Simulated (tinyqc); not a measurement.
# Sharing a fixed EOT between the layers

Without charge in the stack, a voltage of 0.8 V over an EOT of 2.1 nm gives F1 = (V/EOT)(3.9/e1) and F2 = F1 e1/e2; t2 = e2 (EOT/3.9 - t1/e1).

Inputs (values chosen for the exercise):
```
symbol,value,unit,meaning
e1,3.83,,relative permittivity of layer 1
e2,22.9,,relative permittivity of layer 2
```

Result of one run:
```
t1 (nm),t2 (nm),physical thickness (nm),drop over layer 1 (V),drop over layer 2 (V)
1.25,4.857,6.107,0.4849,0.3151
```

What becomes of these results when the thickness of layer 1, next to the semiconductor t1 is changed from 1.25 to 1.5 nm, all else the same?

Result of the changed run:
```
t1 (nm),t2 (nm),physical thickness (nm),drop over layer 1 (V),drop over layer 2 (V)
1.5,3.362,4.862,0.5819,0.2181
```

The whole series:
```
t1 (nm),t2 (nm),physical thickness (nm),drop over layer 1 (V),drop over layer 2 (V)
0,12.33,12.33,0,0.8000
0.25,10.84,11.09,0.09698,0.7030
0.5,9.341,9.841,0.1940,0.6060
0.75,7.846,8.596,0.2909,0.5091
1,6.352,7.352,0.3879,0.4121
1.25,4.857,6.107,0.4849,0.3151
1.5,3.362,4.862,0.5819,0.2181
1.75,1.867,3.617,0.6789,0.1211
```

Each 0.1 nm of layer 1 costs 0.598 nm of layer 2, so the physical thickness falls from 12.3 to 3.62 nm. The fields do not change, 3.88 MV/cm in layer 1 and 0.649 MV/cm in layer 2, and layer 1 takes half of the voltage at t1 = 1.03 nm.

Numbers from tinyqc (`OMP_NUM_THREADS=1 python tinyqc.py 2010168 2010169 out.jsonl`; about 0.01 s on one thread of a shared Intel Xeon 2.30GHz).
